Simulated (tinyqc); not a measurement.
Valley-orbit splitting of a donor ground state, with strain: one step, computed by the program tinyqc. Command: `OMP_NUM_THREADS=1 python tinyqc.py 3000025 3000026 out.jsonl valleyorbit walk`. One thread of a shared host (Intel(R) Xeon(R) Processor @ 2.30GHz), about 0.01 s of CPU time with the checks.

The basis is the 1s envelope in each valley; energies are counted from the unstrained conduction-band edge. The strain is e_s (a a^T - 1/3) for the unit stress axis a, so valley j along n_j moves by Xi_u e_s w_j with w_j = (n_j.a)^2 - 1/3: +1/3 for [111] and [-1-11], -1/3 for the others.

Question. Levels and ground state under strain. Diagonalise H; the ground vector has positive components. The density at the nucleus, and so the contact hyperfine coupling, scales as (sum_j c_j)^2/(number of valleys), which is 1 without strain; the envelopes are held fixed.

Valleys: four along <111>. Stress axis: [110].

H (meV):
```
             [111]   [1-1-1]   [-11-1]    [-1-11]
[111]    -13.03133  -1.10000  -1.10000   -1.10000
[1-1-1]   -1.10000  -7.58867  -1.10000   -1.10000
[-11-1]   -1.10000  -1.10000  -7.58867   -1.10000
[-1-11]   -1.10000  -1.10000  -1.10000  -13.03133
```

Give: levels; valley amplitudes of the ground state; hyperfine ratio A/A_0.

Answer.

levels (meV): -14.91  -11.93  -7.91  -6.49

valley amplitudes of the ground state: [111] 0.6666, [1-1-1] 0.2358, [-11-1] 0.2358, [-1-11] 0.6666

hyperfine ratio A/A_0 = 0.8143
